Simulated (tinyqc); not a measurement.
Kinetics of strain relaxation and threading dislocations in mismatched semiconductor layers. Changing the layer thickness h. Computed by tinyqc, a small Python program. Command: `OMP_NUM_THREADS=1 python tinyqc.py 3004475 3004476 out.jsonl threading sweep`. One thread of a shared host (Intel(R) Xeon(R) Processor @ 2.30GHz), about 0.01 s of CPU time with the checks.

60-degree dislocations on {111} planes of a (001) layer, isotropic elasticity. The Schmid factor is 1/sqrt(6), and a misfit segment relieves strain with b/2.

Inputs (values chosen for the exercise, modelled on In(0.2)Ga(0.8)As on GaAs):

| quantity | value | unit |
|---|---|---|
| misfit f | 0.0141 | - |
| shear modulus G | 43.1 | GPa |
| Poisson ratio nu | 0.32 | - |
| Burgers vector b | 4.05 | angstrom |
| glide activation energy Q | 1.28 | eV |
| velocity prefactor v0 | 11000 | m/s per MPa |
| anneal temperature T | 553 | K |
| anneal time t | 22 | s |
| initial thread density rho_0 | 320000 | 1/cm^2 |
| multiplication constant delta | 46000 | 1/m |

Sources: multiplication.

Constants: k_B = 8.617333262e-05 eV/K.

Method:
- Excess resolved stress tau = (1/sqrt 6) [2 G (1 + nu)/(1 - nu)] (e - e_eq), e_eq = b (1 - nu/4) [ln(h/b) + 1]/(4 pi (1 + nu) h), the Matthews-Blakeslee strain of an uncapped layer; glide velocity v = v0 tau exp(-Q/(k_B T)), tau in MPa.
- Threads run in two directions, so de/dt = -(b/4) rho v, and they multiply as d rho/dt = delta rho v. With x = e - e_eq, x0 = f - e_eq (fully strained at t = 0) and v = m S x (m the mobility, S x = tau): rho = rho_0 + (4 delta/b)(x0 - x), so dx/dt = -k x (a - x), k = delta m S, a = x0 + b rho_0/(4 delta): a logistic law, x = a/[1 + (a/x0 - 1) exp(k a t)].
- The half time is that at which x = x0/2.

One run for each value:

| layer thickness h (nm) | equilibrium strain e_eq | excess stress tau (MPa) | half time (s) | share of the excess strain relieved (%) |
|---|---|---|---|---|
| 12 | 0.008215 | 402.0 | 15.29 | 95.04 |
| 19 | 0.005732 | 571.6 | 11.32 | 99.88 |
| 45 | 0.002851 | 768.5 | 8.77 | 100.00 |
| 71 | 0.001951 | 829.9 | 8.21 | 100.00 |
| 110 | 0.001349 | 871.1 | 7.87 | 100.00 |
| 170 | 0.000930 | 899.7 | 7.65 | 100.00 |

Give the missing row, layer thickness h (nm) = 29.

Computed row; columns: (1) layer thickness h (nm); (2) equilibrium strain e_eq; (3) excess stress tau (MPa); (4) half time (s); (5) share of the excess strain relieved (%):
```
(1)       (2)    (3)   (4)    (5)
29   0.004083  684.3  9.70  99.99
```

Interpolating between the two neighbouring rows (the first column on a logarithmic scale, the others too where they are positive) misses most in excess stress tau (MPa), by 3.4 %. Over the rows, equilibrium strain e_eq falls from 0.00822 to 9.30e-4 (exponent d ln y / d ln x -0.78 between the first rows and -0.85 between the last); excess stress tau (MPa) rises from 402 to 900 (exponent d ln y / d ln x 0.77 between the first rows and 0.074 between the last); half time (s) falls from 15.3 to 7.65 (exponent d ln y / d ln x -0.65 between the first rows and -0.064 between the last). The excess stress rises with h and saturates at S f. A larger stress breeds threads faster, so the half time falls. Left out: 4.80, 7.60 (the layer is near or below the critical thickness).

Caution (all rows): blocking of threads by crossing misfit lines, left out here, leaves real layers with more strain.

Extremes, crossings and ranges named in words are read from the listed rows.
